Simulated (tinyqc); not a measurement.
Octagonal on-chip spiral inductor, lumped pi model: two steps of the calculation.

Outer diameter do = di + 2 n wd + 2 (n - 1) sp, mean da = (do + di)/2, fill p = (do - di)/(do + di), length l = 3.314 n da. L = 2.25 mu0 n^2 da/(1 + 3.55 p), mu0 = 4 pi 1e-7 H/m. Rs = rho l/(wd delta (1 - exp(-th/delta))), delta = sqrt(rho/(pi f mu0)). Cs = n wd^2 eps0 eo/hu across the coil. At each end Cox = l wd eps0 eo/(2 ho) leads to the substrate branch Rsi = 2 rs he/(l wd) in parallel with Csi = l wd eps0 11.7/(2 he). With one end grounded Y = 1/(Rs + i w L) + i w Cs + 1/[1/(i w Cox) + 1/(1/Rsi + i w Csi)], w = 2 pi f; Q = -Im Y/Re Y. Eddy currents in neighbouring turns and in the substrate are left out.

Parameters, values chosen for the exercise; values of the order met in silicon radio-frequency processes:
```
symbol,value,unit,meaning
n,3.5,,number of turns
wd,20,um,line width
sp,2,um,space between turns
di,60,um,inner diameter
th,3.4,um,metal thickness
rho,1.9,uohm cm,metal resistivity
ho,3.4,um,oxide below the coil
hu,1,um,oxide between coil and underpass
eo,3.9,,relative permittivity of the oxide
rs,100,ohm cm,substrate resistivity
he,50,um,effective spreading depth in the substrate
f,0.95,GHz,frequency
```

Constants: eps0 = 8.8541878128e-12 F/m. Results are converted to the units shown.

Question 1. Geometry and model elements. do, l, L, delta, Rs, Cs, Cox, Rsi and Csi as defined.

Wanted: do; l; L; delta; Rs; Cs; Cox; Rsi; Csi.

Answer 1.

do = 210.0 um
l = 1566 um
L = 1.573 nH
delta = 2.251 um
Rs = 0.8482 ohm
Cs = 48.34 fF
Cox = 159.0 fF
Rsi = 3193 ohm
Csi = 32.44 fF

Question 2. Admittance, quality factor and apparent inductance. Series branch 1/(Rs + i w L), substrate branch, total Y, Q = -Im Y/Re Y, apparent inductance Im(1/Y)/w, metal-only value w L/Rs, share of the loss in the substrate Re(substrate branch)/Re Y.

L = 1.5731892 nH
Rs = 0.84817161 ohm
Cs = 48.343865 fF
Cox = 159.03354 fF
Rsi = 3193.1233 ohm
Csi = 32.442843 fF

Find: series branch; substrate branch; Y; Q; apparent inductance; w L/Rs; share of the loss in the substrate.

Answer 2.

series branch = 9.54-105.63i mS
substrate branch = 0.20095+0.21590i mS
Y = 9.74-105.13i mS
Q = 10.791
apparent inductance = 1.5801 nH
w L/Rs = 11.071
share of the loss in the substrate = 2.0628 %

Q is 97.5 % of the metal-only value.

Program tinyqc, `OMP_NUM_THREADS=1 python tinyqc.py 2302228 2302229 out.jsonl`; Intel Xeon 2.30GHz, shared host, one thread, about 0.01 s.
